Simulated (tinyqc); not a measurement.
Hueckel theory of the pi electrons, for the molecule Bc1ccc2ccccc2c1 (SMILES; centres numbered as the heavy atoms are written), step by step. Computed by tinyqc, a small Python program that keeps every step. Settings: charge = 0. Command: `OMP_NUM_THREADS=1 python tinyqc.py 28949 28950 out.jsonl` (the two numbers bound the seeds that draw the settings). One thread of a shared host (Intel(R) Xeon(R) Processor @ 2.60GHz), about 0.01 s of CPU time with the checks.

## The Hueckel matrix

Centres:
```
centre  z_r, pi electrons of the neutral centre        h
1B                                            0  -1.0000
2C                                            1   0.0000
3C                                            1   0.0000
4C                                            1   0.0000
5C                                            1   0.0000
6C                                            1   0.0000
7C                                            1   0.0000
8C                                            1   0.0000
9C                                            1   0.0000
10C                                           1   0.0000
11C                                           1   0.0000
```

Bonds:
```
i    j       k
1    2  0.7000
2    3       1
3    4       1
4    5       1
5    6       1
6    7       1
7    8       1
8    9       1
9   10       1
10  11       1
11   2       1
10   5       1
```

H_rr = alpha + h_r beta, H_rs = k_rs beta for bonded centres.

Hueckel matrix in units of beta (H = alpha + beta A), order 1B, 2C, 3C, 4C, 5C, 6C, 7C, 8C, 9C, 10C, 11C:
```
[[-1.0000, 0.7000, 0.0000, 0.0000, 0.0000, 0.0000, 0.0000, 0.0000, 0.0000, 0.0000, 0.0000],
 [0.7000, 0.0000, 1.0000, 0.0000, 0.0000, 0.0000, 0.0000, 0.0000, 0.0000, 0.0000, 1.0000],
 [0.0000, 1.0000, 0.0000, 1.0000, 0.0000, 0.0000, 0.0000, 0.0000, 0.0000, 0.0000, 0.0000],
 [0.0000, 0.0000, 1.0000, 0.0000, 1.0000, 0.0000, 0.0000, 0.0000, 0.0000, 0.0000, 0.0000],
 [0.0000, 0.0000, 0.0000, 1.0000, 0.0000, 1.0000, 0.0000, 0.0000, 0.0000, 1.0000, 0.0000],
 [0.0000, 0.0000, 0.0000, 0.0000, 1.0000, 0.0000, 1.0000, 0.0000, 0.0000, 0.0000, 0.0000],
 [0.0000, 0.0000, 0.0000, 0.0000, 0.0000, 1.0000, 0.0000, 1.0000, 0.0000, 0.0000, 0.0000],
 [0.0000, 0.0000, 0.0000, 0.0000, 0.0000, 0.0000, 1.0000, 0.0000, 1.0000, 0.0000, 0.0000],
 [0.0000, 0.0000, 0.0000, 0.0000, 0.0000, 0.0000, 0.0000, 1.0000, 0.0000, 1.0000, 0.0000],
 [0.0000, 0.0000, 0.0000, 0.0000, 1.0000, 0.0000, 0.0000, 0.0000, 1.0000, 0.0000, 1.0000],
 [0.0000, 1.0000, 0.0000, 0.0000, 0.0000, 0.0000, 0.0000, 0.0000, 0.0000, 1.0000, 0.0000]]
```

## Orbitals

pi electrons, sum of z_r less the charge = 10

Diagonalise; E = alpha + x beta with beta < 0, so the largest x are filled first; degenerate levels share their electrons. P = sum n_i c_ri c_si; each orbital has its largest coefficient positive (the first on a tie).

x values: [2.3114, 1.6548, 1.3094, 1.0392, 0.6363, -0.5185, -0.7869, -1.1976, -1.3478, -1.7724, -2.3279]

occupations: [2.0000, 2.0000, 2.0000, 2.0000, 2.0000, 0.0000, 0.0000, 0.0000, 0.0000, 0.0000, 0.0000]

coefficients, order 1B, 2C, 3C, 4C, 5C, 6C, 7C, 8C, 9C, 10C, 11C:
```
[[0.0534, 0.1221, -0.0546, 0.1352, 0.0983, -0.4488, -0.4854, 0.4432, 0.3118, -0.4442, -0.1531],
 [0.2527, 0.4632, -0.1802, 0.3937, 0.2297, -0.3087, -0.1477, -0.1251, -0.1549, 0.4901, 0.2904],
 [0.2393, 0.4147, 0.1843, 0.3529, -0.3127, -0.0177, 0.5123, 0.1324, -0.2421, -0.3344, -0.2524],
 [0.3005, 0.2230, 0.4216, -0.0269, -0.4287, 0.3178, -0.2554, -0.0335, 0.4812, 0.1025, 0.2972],
 [0.4552, -0.0456, 0.3677, -0.3809, 0.0400, -0.1471, -0.3113, -0.0923, -0.4065, 0.1527, -0.4394],
 [0.2941, -0.2760, 0.3800, 0.0647, 0.4356, -0.2952, 0.3083, -0.3317, 0.2253, -0.2790, 0.2795],
 [0.2245, -0.4112, 0.1299, 0.4481, 0.2372, 0.3002, 0.0687, 0.4896, 0.1028, 0.3419, -0.2113],
 [0.2249, -0.4043, -0.2099, 0.4011, -0.2847, 0.1395, -0.3624, -0.2546, -0.3639, -0.3269, 0.2123],
 [0.2953, -0.2579, -0.4048, -0.0313, -0.4183, -0.3725, 0.2165, -0.1847, 0.3877, 0.2375, -0.2829],
 [0.4576, -0.0225, -0.3201, -0.4336, 0.0185, 0.0536, 0.1920, 0.4758, -0.1586, -0.0941, 0.4462],
 [0.3073, 0.2663, -0.3821, -0.0384, 0.3901, 0.4919, -0.0563, -0.2928, 0.2326, -0.2234, -0.3164]]
```

charge and bond-order matrix P, order 1B, 2C, 3C, 4C, 5C, 6C, 7C, 8C, 9C, 10C, 11C:
```
[[0.0973, 0.3114, 0.1407, -0.0510, -0.0978, 0.0255, 0.0771, 0.0007, -0.0779, -0.0352, 0.2059],
 [0.3114, 1.0373, 0.5730, -0.0116, -0.2264, 0.0069, 0.1475, -0.0002, -0.1607, -0.0072, 0.6887],
 [0.1407, 0.5730, 0.9712, 0.7333, 0.0217, -0.1749, -0.0177, 0.1560, 0.0177, -0.2353, -0.0440],
 [-0.0510, -0.0116, 0.7333, 1.0045, 0.5495, -0.0029, -0.1664, 0.0002, 0.0814, 0.0026, -0.3510],
 [-0.0978, -0.2264, 0.0217, 0.5495, 0.9824, 0.5580, 0.0150, -0.2411, -0.0149, 0.5151, 0.0349],
 [0.0255, 0.0069, -0.1749, -0.0029, 0.5580, 1.0019, 0.7223, -0.0002, -0.3600, -0.0016, 0.0782],
 [0.0771, 0.1475, -0.0177, -0.1664, 0.0150, 0.7223, 0.9868, 0.6034, 0.0131, -0.2390, -0.0296],
 [0.0007, -0.0002, 0.1560, 0.0002, -0.2411, -0.0002, 0.6034, 1.0000, 0.7244, 0.0001, -0.1696],
 [-0.0779, -0.1607, 0.0177, 0.0814, -0.0149, -0.3600, 0.0131, 0.7244, 0.9870, 0.5527, 0.0295],
 [-0.0352, -0.0072, -0.2353, 0.0026, 0.5151, -0.0016, -0.2390, 0.0001, 0.5527, 1.0015, 0.5616],
 [0.2059, 0.6887, -0.0440, -0.3510, 0.0349, 0.0782, -0.0296, -0.1696, 0.0295, 0.5616, 0.9300]]
```

## Energy, charges, bond orders

E = sum n x; q_r = z_r - P_rr; bond order p = P_rs; free valence = sqrt(3) - sum of p over the bonds of the atom.

pi energy = 10 alpha + this times beta = 13.9023

pi charges: [-0.0973, -0.0373, 0.0288, -0.0045, 0.0176, -0.0019, 0.0132, 0.0000, 0.0130, -0.0015, 0.0700]

Bond orders and lengths from R = 1.517 - 0.180 p (angstrom, C-C alone):
```
bond        p       R
1-2    0.3114       -
2-3    0.5730  1.4139
3-4    0.7333  1.3850
4-5    0.5495  1.4181
5-6    0.5580  1.4166
6-7    0.7223  1.3870
7-8    0.6034  1.4084
8-9    0.7244  1.3866
9-10   0.5527  1.4175
10-11  0.5616  1.4159
11-2   0.6887  1.3930
10-5   0.5151  1.4243
```

free valence of the carbons: [0.1590, 0.4258, 0.4492, 0.1095, 0.4518, 0.4064, 0.4043, 0.4550, 0.1026, 0.4818]

gap between the highest filled and the next level = 1.1548 |beta|
